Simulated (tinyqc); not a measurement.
LDA (VWN5) atom on a uniform radial grid, spin-unpolarised, for F, step by step. Computed by tinyqc, a small Python program that keeps every step. Settings: Z = 9, points = 256, R = 11.4, functional = lda,vwn, mixing = 0.2, iteration cap = 70. Command: `OMP_NUM_THREADS=1 python tinyqc.py 30054 30055 out.jsonl` (the two numbers bound the seeds that draw the settings). One thread of a shared host (Intel(R) Xeon(R) Processor @ 2.60GHz), about 2 s of CPU time with the checks. Later iterations appear only in the table of the cycle.

## Iteration 1

Spherical atom on a uniform radial grid r_j = j h with h = R/(N + 1), h sum u^2 = 1 and integrals as h times sums, u(0) = u(R) = 0 (atomic units):
```
parameter            value
Z                        9
points N               256
R                11.400000
h                 0.044358
mixing            0.200000
electrons in 1s          2
electrons in 2s          2
electrons in 2p          5
```

Three-point differences turn -u''/2 + [l(l+1)/2r^2 - Z/r + V] u = e u into a tridiagonal matrix (diagonal 1/h^2 + potential, off-diagonal -1/2h^2). D = sum f u^2; the Hartree potential y/r solves y'' = -D/r with y(0) = 0, y(R) = N_e; v_xc comes from rho = D/(4 pi r^2); E = sum f e - int D V + int D (V_H/2 + eps_xc); V(new) = V + mixing (V_H + v_xc - V).

eigenvalues (hartree): [-39.00336, -10.02610, -10.15944]

Every 16th grid point:
```
r            V in     u(1s)      u(2s)     u(2p)         D       V_H       v_xc
0.70973   0.00000   0.07281   -1.22174   1.01995   8.19739  12.13380   -1.15557
1.41946   0.00000   0.00029   -0.25267   0.16578   0.26509   6.33781   -0.25961
2.12918   0.00000  8.49e-07   -0.02532   0.01521   0.00244   4.22696   -0.05002
2.83891   0.00000  2.23e-09   -0.00194   0.00111  1.36e-05   3.17023   -0.00853
3.54864   0.00000         0   -0.00013   0.00007  5.83e-08   2.53618   -0.00128
4.25837   0.00000         0  -7.88e-06  4.16e-06  2.11e-10   2.11349   -0.00018
4.96809   0.00000         0  -4.53e-07  2.32e-07         0   1.81156  -2.42e-05
5.67782   0.00000         0  -2.49e-08  1.24e-08         0   1.58512    0.00000
6.38755   0.00000   0.00000  -1.33e-09  6.42e-10         0   1.40899    0.00000
7.09728   0.00000   0.00000  -6.89e-11  3.25e-11         0   1.26809    0.00000
7.80700   0.00000   0.00000          0         0         0   1.15281    0.00000
8.51673   0.00000   0.00000          0         0         0   1.05674    0.00000
9.22646   0.00000   0.00000          0         0         0   0.97546    0.00000
9.93619   0.00000   0.00000          0         0         0   0.90578    0.00000
10.64591  0.00000   0.00000          0         0         0   0.84539    0.00000
11.35564  0.00000   0.00000          0         0         0   0.79256    0.00000
```

total energy = -84.0958571 hartree

## Iteration 2

As before.

eigenvalues (hartree): [-34.57056, -7.61821, -7.44398]

Every 16th grid point:
```
r            V in     u(1s)      u(2s)     u(2p)         D       V_H       v_xc
0.70973   2.19565   0.08263   -1.21274   1.06574   8.63415  11.89416   -1.17476
1.41946   1.21564   0.00042   -0.33761   0.24758   0.53444   6.33321   -0.32124
2.12918   0.83539  1.69e-06   -0.04739   0.03385   0.01022   4.22692   -0.07677
2.83891   0.63234  6.11e-09   -0.00519   0.00373   0.00012   3.17023   -0.01695
3.54864   0.50698  2.09e-11   -0.00050   0.00037  1.16e-06   2.53618   -0.00339
4.25837   0.42266         0  -4.43e-05  3.32e-05  9.42e-09   2.11349   -0.00063
4.96809   0.36231         0  -3.72e-06  2.86e-06  6.86e-11   1.81156   -0.00011
5.67782   0.31702         0  -3.01e-07  2.38e-07         0   1.58512  -9.20e-06
6.38755   0.28180   0.00000  -2.36e-08  1.92e-08         0   1.40899    0.00000
7.09728   0.25362   0.00000  -1.80e-09  1.51e-09         0   1.26809    0.00000
7.80700   0.23056   0.00000  -1.35e-10  1.17e-10         0   1.15281    0.00000
8.51673   0.21135   0.00000  -1.00e-11         0         0   1.05674    0.00000
9.22646   0.19509   0.00000          0         0         0   0.97546    0.00000
9.93619   0.18116   0.00000          0         0         0   0.90578    0.00000
10.64591  0.16908   0.00000          0         0         0   0.84539    0.00000
11.35564  0.15851   0.00000          0         0         0   0.79256    0.00000
```

total energy = -88.5602123 hartree

## Convergence

Stop when input and output potentials agree to 1e-7.

Course of the cycle (hartree):
```
iteration            E      e(1s)      e(2s)      e(2p)  largest |V(out) - V(in)|
1          -84.0958571  -39.00336  -10.02610  -10.15944                  2.63e+01
2          -88.5602123  -34.57056   -7.61821   -7.44398                  1.96e+01
3          -91.5613702  -31.27194   -5.85165   -5.47849                  1.44e+01
4          -93.4977615  -28.84446   -4.55831   -4.06296                  1.05e+01
5          -94.6884381  -27.08030   -3.61358   -3.04779                  7.54e+00
6          -95.3811541  -25.81535   -2.92520   -2.32204                  5.35e+00
7          -95.7600633  -24.92059   -2.42484   -1.80412                  3.76e+00
8          -95.9541945  -24.29551   -2.06182   -1.43453                  2.63e+00
9          -96.0474424  -23.86301   -1.79855   -1.17022                  1.83e+00
10         -96.0897716  -23.56525   -1.60724   -0.98031                  1.28e+00
11         -96.1082459  -23.36006   -1.46752   -0.84282                  9.01e-01
...                ...        ...        ...        ...                       ...
60         -96.1233501  -22.82037   -1.03468   -0.42319                  7.19e-06
61         -96.1233501  -22.82037   -1.03468   -0.42319                  5.70e-06
62         -96.1233501  -22.82037   -1.03468   -0.42319                  4.52e-06
63         -96.1233501  -22.82037   -1.03468   -0.42319                  3.58e-06
64         -96.1233501  -22.82037   -1.03468   -0.42319                  2.84e-06
65         -96.1233501  -22.82037   -1.03468   -0.42319                  2.26e-06
66         -96.1233501  -22.82037   -1.03468   -0.42319                  1.79e-06
67         -96.1233501  -22.82037   -1.03468   -0.42319                  1.42e-06
68         -96.1233501  -22.82037   -1.03468   -0.42319                  1.13e-06
69         -96.1233501  -22.82037   -1.03468   -0.42319                  8.98e-07
70         -96.1233501  -22.82037   -1.03468   -0.42319                  7.13e-07
```

Not converged within 70 iterations: the residual falls steadily but slowly, by a factor of about 0.79 a step. Reruns (cap 100 unless said): mixing 0.3: converged in 50; mixing 0.6: converged in 20; the original settings with a cap of 400: converged in 79. Even converged, this uniform grid resolves the cusp poorly and misses the energy of the atom.
